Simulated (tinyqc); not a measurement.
Ballistic transport through the one-dimensional subbands of a rectangular nanowire or nanosheet channel: one step, computed by the program tinyqc. Command: `OMP_NUM_THREADS=1 python tinyqc.py 3026185 3026186 out.jsonl wire walk`. One thread of a shared host (Intel(R) Xeon(R) Processor @ 2.30GHz), about 0.03 s of CPU time with the checks.

Hard walls, parabolic subbands, transport along x. Energies are counted from the bulk conduction band edge at the top of the barrier, which the gate pulls down by U; the source Fermi level lies at the bulk edge when U = 0.

Question. Conductance, capacitance and scattering. Linear conductance G = (2 e^2/h) sum_i g f(eta_i), g = 2, f = 1/(1 + exp(-eta_i)), with the barrier frozen at the eta_i above; current per perimeter I/(2(a + b)); with scattering, transmission lambda/(lambda + L) and low-bias resistance (1 + L/lambda)/G.

Inputs (values chosen for the exercise, modelled on silicon):
```
quantity                                   value  unit
height a                                     2.8    nm
width b                                      5.9    nm
temperature T                                300     K
mean free path for back-scattering lambda    180    nm
channel length L                              14    nm
```

Valleys: silicon [100] wire.

Occupation:
```
subband      eta_i    n_i (1/nm)  I_i (microampere)
1          1.51845  3.475223e-01       4.846359e+00
2         -4.46915  2.637405e-03       3.900755e-02
3         -4.59119  2.336326e-03       3.455197e-02
4         -5.07924  1.437596e-03       2.125588e-02
5         -5.84518  6.697376e-04       9.900646e-03
6         -6.20970  1.019100e-03       6.879721e-03
7         -8.13856  6.770390e-05       1.000707e-03
8        -11.18888  3.205912e-06       4.738465e-05
9        -11.34929  2.730781e-06       4.036202e-05
10       -12.80740  1.391310e-06       9.391331e-06
```

ballistic current I = 4.959053 microampere

Constants: e = 1.602176634e-19 C; h = 6.62607015e-34 J s.

Give: open modes sum g f; ballistic conductance; current per perimeter; transmission; low-bias resistance with scattering.

Answer.

open modes sum g f = 1.706

ballistic conductance = 132.2 microsiemens

current per perimeter = 285.0 microampere/micrometre

transmission = 0.9278

low-bias resistance with scattering = 8.153 kiloohm

Even without scattering the wire has h/(2 e^2 M) = 7.56 kiloohm, which sits in the contacts.
